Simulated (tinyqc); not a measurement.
Tunnelling through a two-layer gate stack, WKB transmission and Tsu-Esaki current: effect of temperature.

Electrons leave the emitter at x = 0. Energies E (motion across the layers) are in eV from the emitter Fermi level; the collector Fermi level lies at -V and offers states at every E. No charge in the dielectric and no image force: F1 = V/(t1 + t2 eps1/eps2), F2 = F1 eps1/eps2; U = phi1 - F1 x in layer 1 and phi2 - F1 t1 - F2 (x - t1) in layer 2. With C = hbar^2/(2 m0), kappa = sqrt(m (U - E)/C) where U > E and 0 elsewhere; T(E) = exp(-S), S = 2 times the integral of kappa over x.

Each layer adds (2/F) sqrt(m/C) [G(u at its left edge) - G(u at its right edge)] to S, with u = U - E (0 where negative) and G(u) = (2/3) u^1.5. J = J0 times the integral of T(E) N(E) dE, N = ln[(1 + exp(-E/Vt))/(1 + exp((-E - V)/Vt))], J0 = q^2 me m0 kB T/(2 pi^2 hbar^3) (times 1e-4 for A/cm^2 per eV), from E = -Ef to far above the barrier (T = 1 there), by quadrature converged to the digits shown.

Parameters, values chosen for the exercise; layer 1 close to silicon dioxide, layer 2 close to zirconium oxide: Fermi energy of the emitter above its band bottom Ef = 0.11 eV; emitter mass in the supply function me = 0.56 m0; barrier of layer 1 above the emitter Fermi level at zero bias phi1 = 2.95 eV; tunnelling mass of layer 1 m1 = 0.48 m0; thickness of layer 1 t1 = 0.7 nm; relative permittivity of layer 1 eps1 = 3.86; barrier of layer 2 at zero bias phi2 = 1.39 eV; tunnelling mass of layer 2 m2 = 0.24 m0; thickness of layer 2 t2 = 1.3 nm; relative permittivity of layer 2 eps2 = 26.2; voltage across the dielectric V = 1.3 V.

Constants: q = 1.602176634e-19 C, kB = 1.380649e-23 J/K, hbar = 1.054571817e-34 J s, m0 = 9.1093837015e-31 kg, Vt = kB T/q, hbar^2/(2 m0) = 0.0380998212 eV nm^2. Results are converted to the units shown.

Effect of temperature:
```
T (K)  J (A/cm^2)  mean E of the current (eV)
50          621.1                    -0.06719
100         637.9                    -0.06538
200         707.2                    -0.05817
300         832.6                    -0.04573
400          1034                    -0.02662
500          1346                    4.094e-4
600          1820                     0.03443
750          2971                     0.09174
```

Between 50 and 300 K the current changes by a factor of 1.34, and between 300 and 750 K by 3.57; the mean energy of the current rises from -0.0672 to 0.0917 eV. The transmission grows by a factor e over d = 0.114 eV near E = 0, equal to kB T/q at 1320 K: far below that temperature the thermal tail adds little. In every row the field exceeds 10 MV/cm (up to 14.6), more than most dielectrics sustain; the model ignores breakdown. In every row a layer is thinner than 0.8 nm, a few atomic planes, where an effective mass is a rough description.

tinyqc, about 0.04 s, one thread, Intel Xeon 2.30GHz (shared host): `OMP_NUM_THREADS=1 python tinyqc.py 2540015 2540016 out.jsonl`
